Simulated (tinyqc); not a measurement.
Metal gate on a two-layer dielectric stack with fixed charge and a dipole: one step of the calculation.

Gate, layer 2, layer 1, p-type semiconductor; x runs from the gate inwards. Charges are counted in units of +q. psi is the band bending at the surface, positive towards inversion. Classical charge, Boltzmann statistics, no interface traps.

Question. Flat-band voltage, term by term. EOT = 3.9 (t1/e1 + t2/e2), Cox = eps0/(t1/e1 + t2/e2); phi_ms = pM - (chi + Eg - Vt ln(Nv/Na)). Vfb = phi_ms + Vd - (q/eps0) [Q1 (t1/e1 + t2/e2) + Q2 t2/e2 + r1 (t1^2/(2 e1) + t1 t2/e2) + r2 t2^2/(2 e2)]: each charge counts with its electrical distance from the gate.

Parameters, values chosen for the exercise; band and dielectric values close to those of silicon, layer 1 close to aluminium oxide, layer 2 close to hafnium oxide:

| symbol | value | unit | meaning |
|---|---|---|---|
| T | 300 | K | temperature |
| Eg | 1.1 | eV | band gap |
| Nv | 2.65e19 | cm^-3 | valence-band density of states at T |
| chi | 4.12 | eV | electron affinity |
| Na | 1.9e18 | cm^-3 | acceptor density |
| pM | 4.76 | eV | work function of the gate metal |
| t1 | 1 | nm | thickness of layer 1, next to the semiconductor |
| e1 | 9.16 |  | relative permittivity of layer 1 |
| t2 | 4.4 | nm | thickness of layer 2, next to the gate |
| e2 | 21.4 |  | relative permittivity of layer 2 |
| Q1 | 2.9e11 | cm^-2 | fixed charge at the semiconductor interface |
| Q2 | 1.1e12 | cm^-2 | fixed charge between the layers |
| r1 | 3.8e18 | cm^-3 | uniform charge density in layer 1 |
| r2 | -1.5e18 | cm^-3 | uniform charge density in layer 2 |
| Vd | 0 | V | flat-band shift by a dipole layer between the layers |

Constants: q = 1.602176634e-19 C, kB = 1.380649e-23 J/K, Vt = kB T/q, eps0 = 8.8541878128e-14 F/cm where lengths are in cm. Results are converted to the units shown.

Give: terms; Vfb.

Answer.

terms (V): phi_ms -0.3919, dipole 0.0000, Q1 -0.0165, Q2 -0.0409, r1 -0.0179, r2 0.0123
Vfb = -0.4549 V

Apart from phi_ms the largest term is that of Q2, -40.9 mV; all charges and the dipole together move Vfb by -63.1 mV.

Numbers from tinyqc (`OMP_NUM_THREADS=1 python tinyqc.py 2010155 2010156 out.jsonl`; about 0.01 s on one thread of a shared Intel Xeon 2.30GHz).
